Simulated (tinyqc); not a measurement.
Lowest level against width: zigzag graphene nanoribbon in tight binding.

A zigzag ribbon of N chains, sites A1, B1, A2, ..., BN across it. For each k it is a chain with bonds -2t cos(k/2) (A_n to B_n) and -t (B_n to A_(n+1)), and +D, -D on A and B. A1 and BN are the edge sites; the Dirac points project to k = 2 pi/3.

Inputs chosen for the exercise (out of a larger set: near those used for graphene; not measured data): t = 2.88 eV (hopping); k = 2.48 (k times the period sqrt3 acc).

D = 0; lowest positive level at the given k, and the estimate t x^N (1 - x^2), x = 2 cos(k/2) (a dash if x >= 1).

Level (eV):
```
N     matrix  estimate
2     0.9208    0.7025
3     0.5238    0.4563
5     0.1996    0.1926
6     0.1273    0.1251
8    0.05301   0.05278
10   0.02229   0.02227
14  0.003966  0.003966
```

Give the missing row, N = 4.

Computed row:
```
N  matrix  estimate
4  0.3181    0.2964
```

With x = 0.6496 < 1 the level falls exponentially: from N = 10 to 14 by a factor 0.178, against x^4 = 0.178.

Run: tinyqc, `OMP_NUM_THREADS=1 python tinyqc.py 1480471 1480472 out.jsonl`; Intel(R) Xeon(R) Processor @ 2.30GHz, one thread, shared host; about 0.01 s of CPU time with all checks.
